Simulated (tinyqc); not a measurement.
A log to judge: minimum-mode following (dimer method) and harmonic rate on a two-dimensional model surface. Computed by tinyqc. Command: `OMP_NUM_THREADS=1 python tinyqc.py 3027511 3027512 out.jsonl dimer walk`. One thread of a shared host (Intel(R) Xeon(R) Processor @ 2.30GHz), about 0.04 s of CPU time with the checks.

V(x, y) = -A (cos kx + cos ky) - B cos kx cos ky + (C sin ky + S sin kx)(1 - cos kx), k = 2 pi/a; the atom hops from the minimum at (0, 0) to that at (a, 0).

Inputs (values chosen for the exercise, for a model surface): amplitude A = 0.35 eV; amplitude B = 0.067 eV; skew C = 0.12 eV; asymmetry S = 0.06 eV; period a = 3.9 angstrom; start as a fraction of the way from minimum to saddle = 0.61; offset of the start in y = -0.088 angstrom; first angle of the dimer = 25 degrees; half length delta = 0.02 angstrom; step factor eta = 2.1 angstrom^2/eV.

Surface: adatom on a square lattice.

Method:
- Newton steps x(new) = x - H^-1 grad V (moves limited to 0.3 angstrom) from (0, 0), (a, 0) and (a/2, 0) give the two minima and the saddle.
- Dimer at R with unit axis N = (cos phi, sin phi) and normal T = (-sin phi, cos phi). Gradients g at R +/- delta N and at R +/- delta T give H N and H T by central differences, (g+ - g-)/(2 delta). With C_N = N.H N, C_T = T.H T and b = T.H N, rotate by theta = (1/2) atan2(-2b, C_T - C_N), the angle of least curvature C = (C_N + C_T)/2 - sqrt((C_N - C_T)^2/4 + b^2).
- Translate along F = -g + 2 (g.N) N if C < 0, else along F = (g.N) N, with the new axis: R(new) = R + eta F, the move limited to 0.2 angstrom.
- R0 = start minimum + fraction x (saddle - minimum) + (0, offset). Stop when |g| is below 1e-5 eV/angstrom, after 150 steps at most.

Course of the dimer:
```
step  x (angstrom)  y (angstrom)  E above the start (eV)  C (eV/angstrom^2)  |g| (eV/angstrom)
1          1.06597     -0.347029                0.524779           -0.46275           0.633745
2          1.25519     -0.411818                0.638356           -0.81437           0.504405
3          1.45261     -0.443838                0.721100           -1.03597           0.316854
4          1.65257     -0.447857                0.762049           -1.07848           0.103318
5          1.84896     -0.410039                0.761241           -0.96968           0.103509
6          1.65156     -0.442212                0.761766           -1.08158           0.103548
7          1.84972     -0.415156                0.761060           -0.96604           0.103568
8          1.65102     -0.437875                0.761591           -1.08390           0.103690
9          1.85013     -0.419026                0.760957           -0.96347           0.103600
...            ...           ...                     ...                ...                ...
142        1.65053     -0.424767                0.761283           -1.09063           0.103922
143        1.85045     -0.430478                0.760825           -0.95674           0.103638
144        1.65053     -0.424767                0.761283           -1.09063           0.103922
145        1.85045     -0.430478                0.760825           -0.95674           0.103638
146        1.65053     -0.424767                0.761283           -1.09063           0.103922
147        1.85045     -0.430478                0.760825           -0.95674           0.103638
148        1.65053     -0.424767                0.761283           -1.09063           0.103922
149        1.85045     -0.430478                0.760825           -0.95674           0.103638
150        1.65053     -0.424767                0.761283           -1.09063           0.103922
```

Can the last value be used, and what does the course show?

No. Not converged within 150 steps: the residual has stopped falling and repeats with period one or two: the iteration swings between two states. Reruns converge with step factor eta = 1.1; or with step factor eta = 0.35. Reruns still fail with step factor eta = 4.2; and with half length delta = 0.001.
